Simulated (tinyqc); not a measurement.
The three schemes as the step is halved: finite-difference solution of the diffusion equation on a small grid. Computed by tinyqc, a small Python program. Command: `OMP_NUM_THREADS=1 python tinyqc.py 3012639 3012640 out.jsonl fdiff walk`. One thread of a shared host (Intel(R) Xeon(R) Processor @ 2.30GHz), about 0.01 s of CPU time with the checks.

dC/dt = D d2C/dx2 on nodes x_j = j dx, j = 0..11; the far end is sealed.

Inputs (values chosen for the exercise):

| quantity | value | unit |
|---|---|---|
| diffusivity D | 32 | nm^2/s |
| grid spacing dx | 5 | nm |
| time step dt | 1 | s |
| final time t_f | 16 | s |

Boundary at x = 0: sealed surface. Scheme: implicit.

start values C_j, j = 0, 1, ... (% of a reference): 21.3  61.3  100  79.5  9.47  9.77  0  0  0  0  0  0

Method:
- The operator M acts as (M C)_j = C_(j-1) - 2 C_j + C_(j+1); at the sealed far end a mirror node gives 2 C_(N-2) - 2 C_(N-1); at j = 0, a mirror node gives 2 C_1 - 2 C_0.
- r = D dt/dx^2.
- The mode of M with eigenvalue mu has its amplitude multiplied per step by g = (1 + (1 - theta) r mu)/(1 - theta r mu), with theta = 0 explicit, 1 implicit, 1/2 Crank-Nicolson; the explicit scheme is stable for r up to 2/|mu_min|.
- With r = D dt/dx^2: (1 - theta r M) C(new) = (1 + (1 - theta) r M) C(old); theta = 0 explicit, 1 implicit, 1/2 Crank-Nicolson.
- Each run reaches t_f in n equal steps; errors are the largest difference from exp(M D t_f/dx^2) C(0). A dash marks unstable explicit runs.

largest stable r of the explicit scheme = 0.5

Largest error at t_f (%):

| steps n | r | explicit | implicit | Crank-Nicolson |
|---|---|---|---|---|
| 4 | 5.12 | - | 2.5191 | 8.0222e+00 |
| 8 | 2.56 | - | 1.2899 | 3.2760e-01 |
| 16 | 1.28 | - | 0.6504 | 1.2704e-02 |
| 32 | 0.64 | - | 0.3265 | 3.1794e-03 |
| 64 | 0.32 | 0.16428 | 0.1636 | 7.9515e-04 |
| 128 | 0.16 | 0.08204 | 0.0819 | 1.9881e-04 |
| 256 | 0.08 | 0.04100 | 0.0410 | 4.9703e-05 |

From the last two rows, halving the step divides the error by 2.00 (explicit), 2.00 (implicit), 4.00 (Crank-Nicolson): a factor 2 marks first order in dt and 4 second order. The explicit scheme needs n of at least 41 to be stable; the other two are stable at any step.

Extremes, crossings and ranges named in words are read from the listed rows.
